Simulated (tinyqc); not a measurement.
# Resistance of a tapered via with liner, size effect and interface: several studies

A round via whose diameter grows from db at the bottom as D(z) = db + 2 z/tan(ang). The fill, of diameter D - 2 tl, starts above the bottom liner (thickness fb tl) and has rho = rho0 (1 + ks lam/(D - 2 tl)); the sidewall liner conducts in parallel with it. The bottom liner and the interface are crossed over the full area pi db^2/4. Spreading in the lines above and below is left out.

Values chosen for this exercise; fill metal close to ruthenium: diameter at the bottom db = 47 nm; height hv = 90 nm; sidewall angle ang = 88 degrees; bulk resistivity of the fill rho0 = 8.03 uohm cm; mean free path of the fill lam = 6.48 nm; size-effect factor ks = 1.4; liner on the sidewall tl = 0.4 nm; liner at the bottom over that on the sidewall fb = 0.7; resistivity of the liner rl = 220 uohm cm; interface resistivity at the bottom ri = 1.1e-12 ohm cm^2; ballistic conductance per area, about 3/(4 rho0 lam) Sb = 1.5e15 S/m^2; bulk resistivity of the second fill (close to cobalt) rho2 = 6.03 uohm cm; its mean free path lam2 = 11.8 nm; its liner tl2 = 1.1 nm.

Each table varies one quantity; the others keep the values above.

## Via resistance against the diameter at the bottom

Slices between z0 = fb tl and hv, evaluated at their midpoints: conductance per length pi/4 [(D - 2 tl)^2/rho + (D^2 - (D - 2 tl)^2)/rl], slice resistance = slice height over that. 2000 slices. R_fill = sum of the slices; R_bottom = rl fb tl/(pi db^2/4); R_interface = ri/(pi db^2/4); ballistic (Sharvin) limit 1/(Sb pi (db - 2 tl)^2/4); ideal cylinder rho0 hv/(pi db^2/4).

Result of one run:
```
db (nm)	R_fill (ohm)	R_bottom (ohm)	R_interface (ohm)	R (ohm)	ballistic limit (ohm)	R over ideal cylinder	largest part
30	11.324	0.87146	0.15562	12.351	0.99553	1.2081	fill
```

What becomes of these results when the diameter at the bottom db is changed from 30 to 80 nm, all else the same?

Result of the changed run:
```
db (nm)	R_fill (ohm)	R_bottom (ohm)	R_interface (ohm)	R (ohm)	ballistic limit (ohm)	R over ideal cylinder	largest part
80	1.5028	0.12255	0.021884	1.6472	0.13532	1.1457	fill
```

The whole series:
```
db (nm)	R_fill (ohm)	R_bottom (ohm)	R_interface (ohm)	R (ohm)	ballistic limit (ohm)	R over ideal cylinder	largest part
6	339.35	21.787	3.8905	365.03	31.392	1.4281	fill
8.3	168.87	11.385	2.0330	182.29	15.090	1.3648	fill
11	92.818	6.4819	1.1575	100.46	8.1587	1.3210	fill
16	42.120	3.0637	0.54710	45.731	3.6739	1.2723	fill
22	21.611	1.6205	0.28937	23.521	1.8886	1.2372	fill
30	11.324	0.87146	0.15562	12.351	0.99553	1.2081	fill
42	5.6408	0.44462	0.079397	6.1648	0.50006	1.1818	fill
58	2.9025	0.23315	0.041634	3.1773	0.25943	1.1616	fill
80	1.5028	0.12255	0.021884	1.6472	0.13532	1.1457	fill
```

R falls from 365 to 1.65 ohm. The fill is the largest part at db = 6 and in all other rows. R goes as db^(-2.14) between the first two rows and db^(-2.04) between the last two; area alone gives -2.

## Via resistance against the liner on the sidewall

Same model as above.

2000 slices.

The same in every row: R_interface (ohm) = 0.06340.

Via resistance against the liner on the sidewall:
```
tl (nm)	R_fill (ohm)	R_bottom (ohm)	R (ohm)	ballistic limit (ohm)	R over ideal cylinder	largest part
0	4.342	0	4.405	0.3843	1.057	fill
0.6	4.541	0.5326	5.137	0.4047	1.233	fill
1.1	4.718	0.9764	5.758	0.4229	1.382	fill
1.7	4.946	1.509	6.518	0.4465	1.565	fill
2.3	5.191	2.042	7.295	0.4722	1.751	fill
2.9	5.455	2.574	8.092	0.5001	1.943	fill
3.4	5.691	3.018	8.772	0.5253	2.106	fill
4	5.996	3.551	9.610	0.5581	2.307	fill
```

What does the table show?

R rises from 4.40 to 9.61 ohm. The fill is the largest part at tl = 0 and in all other rows. The share of the two bottom terms goes from 1.44 to 37.6 %.

## Two fill metals against the diameter

2000 slices. R_fill = sum of the slices; R_bottom = rl fb tl/(pi db^2/4); R_interface = ri/(pi db^2/4). The second fill has rho2, lam2 and tl2 in place of rho0, lam and tl.

Result of one run:
```
db (nm)	R, first fill (ohm)	R, second fill (ohm)	ratio second/first
17	40.28	49.94	1.240
```

What becomes of these results when the diameter at the bottom db is changed from 17 to 24 nm, all else the same?

Result of the changed run:
```
db (nm)	R, first fill (ohm)	R, second fill (ohm)	ratio second/first
24	19.63	22.49	1.146
```

The whole series:
```
db (nm)	R, first fill (ohm)	R, second fill (ohm)	ratio second/first
6	365.0	689.0	1.887
8.5	173.3	272.8	1.574
12	83.64	115.0	1.375
17	40.28	49.94	1.240
24	19.63	22.49	1.146
35	8.979	9.639	1.074
49	4.490	4.613	1.027
70	2.163	2.146	0.9921
100	1.046	1.011	0.9669
```

The ratio goes from 1.89 to 0.967. The two fills give the same R at db = 63.9 nm; below it the first gives the lower R. Ratios within a few per cent of 1 are a tie, given that ballistic terms are left out.

Program tinyqc, `OMP_NUM_THREADS=1 python tinyqc.py 2750129 2750130 out.jsonl`; Intel Xeon 2.30GHz, shared host, one thread, about 0.01 s.
